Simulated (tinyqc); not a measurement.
Worked calculation: Hubbard chain of 4 sites. One step of it, computed by the program tinyqc.

Question. Mean-field iteration 1. H(up) = T + U n(down), H(down) = T + U n(up); fill the lowest levels; n(new) = n + mixing (n(out) - n); E = tr T (rho up + rho down) + U sum n_up n_down of the output.

one-body matrix (hopping and site energies) (eV), lower triangle:
```
           1          2          3         4
1   0.000000
2  -1.110000   0.000000
3   0.000000  -1.110000   0.000000
4   0.000000   0.000000  -1.110000  0.000000
```

U = 1.600000 eV

electrons, up and down: 1  1

mixing = 1

n(up) at the start (a guess, not normalised): 1 0.700000, 2 0.000000, 3 0.700000, 4 0.000000

n(down) at the start (a guess): 1 0.000000, 2 0.700000, 3 0.000000, 4 0.700000

Give: levels, up; levels, down; energy; n(up) after iteration 1; n(down) after iteration 1.

Answer.

levels, up (eV): -1.321  -0.326  1.446  2.441

levels, down (eV): -1.321  -0.326  1.446  2.441

energy = -2.992 eV

n(up) after iteration 1: 1 0.179, 2 0.254, 3 0.470, 4 0.097

n(down) after iteration 1: 1 0.097, 2 0.470, 3 0.254, 4 0.179
